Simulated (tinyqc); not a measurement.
Worked calculation: delta-doped layer in the Thomas-Fermi potential. Values are carried at full precision from step to step, so a last printed digit may differ when a step is redone from the rounded ones.

All donors ionised in the plane z = 0, zero temperature, energies from the Fermi level EF of the Thomas-Fermi model, which lies at the bulk band edge; c = hbar^2/2m0, q = e^2/(4 pi eps0). Layer in a (001) plane: two valleys with m_z = ml, m_d = mt (unprimed) and four with m_z = mt, m_d = sqrt(ml mt) (primed); m3 = (ml mt^2)^(1/3), gv = 6. With n = (gv/3 pi^2)(m3 (-V)/c)^(3/2) and V'' = -(4 pi q/eps) n for z > 0, the solution is V = -b/(|z| + z0)^4 with sqrt(b) = 20/K, K = (4 pi q/eps)(gv/3 pi^2)(m3/c)^(3/2), and z0^5 = 4b/(e F0), e F0 = 2 pi q N/eps; 1e13/cm^2 = 1e-3/angstrom^2. Exchange and correlation are left out.

Constants: hbar^2/2m0 = 3.80998211 eV angstrom^2; e^2/(4 pi eps0) = 14.39964547 eV angstrom.

Values chosen for the exercise (near those of a delta-doped layer in Si; shifted at random, so the results belong to these values and not to a real crystal): ml = 0.918 m0 (longitudinal mass); mt = 0.188 m0 (transverse mass); eps = 11.5 (dielectric constant); N = 7.5 x 1e13/cm^2 (donor sheet density).

## The Thomas-Fermi well

Give K, b, e F0, z0 and the depth b/z0^4.

K = 0.077231 eV^(-1/2) angstrom^-2
b = 67063 eV angstrom^4
e F0 = 0.059006 eV/angstrom
z0 = 21.46 angstrom
depth = 0.3165 eV

Half of the electrons lie within |z| < (2^(1/5) - 1) z0 = 3.2 angstrom. The mean donor spacing in the plane is 11.5 angstrom, against a Bohr radius 0.529177 eps/m3 = 19.1 angstrom: the spacing is not small against it, so the smeared sheet is a crude model.

## Profile

V = -b/(|z| + z0)^4, n and the share of electrons beyond |z|, (z0/(|z| + z0))^5, at z = 0, 0.1, 0.25, 0.5, 1 and 2 times z0; n = (eps/(4 pi q)) 20 b/(|z| + z0)^6, q = e^2/(4 pi eps0), 1/angstrom^3 = 1e24/cm^3.

Profile:

| z (angstrom) | V (eV) | n (1e19/cm^3) | share beyond |
|---|---|---|---|
| 0.0 | -0.3165 | 87.4 | 1.000 |
| 2.1 | -0.2162 | 49.3 | 0.621 |
| 5.4 | -0.1296 | 22.9 | 0.328 |
| 10.7 | -0.0625 | 7.67 | 0.132 |
| 21.5 | -0.0198 | 1.37 | 0.031 |
| 42.9 | -0.0039 | 0.120 | 0.004 |

## Subbands

Subbands solve -(c/m_z) psi'' + V psi = E psi on 1280 points of spacing z0/80; up to ten levels for each group, kept if bound with an rms width below 2.5 z0.

List the bound levels with their rms width.

Subbands:

| label | valleys g | m_d (m0) | E (eV) | rms z (angstrom) |
|---|---|---|---|---|
| 0 | 2 | 0.1880 | -0.1415 | 5.5 |
| 0' | 4 | 0.4154 | -0.0804 | 13.1 |
| 1 | 2 | 0.1880 | -0.0194 | 19.5 |
| 2 | 2 | 0.1880 | -0.0020 | 51.8 |

The lowest level lies 55 % of the way up the well, and 0' follows 61 meV higher.

## Filling the subbands

At zero temperature n_i = g m_d (mu - E_i)/(2 pi c) for E_i < mu, c = hbar^2/2m0; find mu from sum n_i = N (1e13/cm^2 = 1e-3/angstrom^2).

mu = -0.0061 eV

n_i in the order of the list (1e13/cm^2): 2.127  5.163  0.210  0.000

3 subbands filled in part, the lowest with 28 % of the electrons. The potential was built for a Fermi level at 0; filling its quantised levels puts mu 1.9 % of the depth below that, which shows how nearly the two pictures agree. The fullest is 0', with 69 %.

## Estimate from a V-shaped well

Near z = 0 the well is -depth + e F0 |z|, whose levels are a (c (e F0)^2/m_z)^(1/3) with a = 1.018793 (even) and 2.338107 (odd); c = hbar^2/2m0, m_z = ml, for the unprimed levels.

levels 0 and 1 (eV): -0.0683  0.2530

Level 0 comes out 73 meV too high, since screening flattens the true well away from the plane, and level 1 lands above the rim at 0.

## Checks

- Integral of the Thomas-Fermi density against N, 1e13/cm^2: both 7.500.
- Lowest level on a finer grid (z0/200), eV: -0.142 against -0.141.

Computed by tinyqc, a small Python program: `OMP_NUM_THREADS=1 python tinyqc.py 1281203 1281204 out.jsonl` (the numbers bound the seed that draws the inputs); one thread of a shared host (Intel(R) Xeon(R) Processor @ 2.30GHz), about 0.2 s for the whole set of steps.
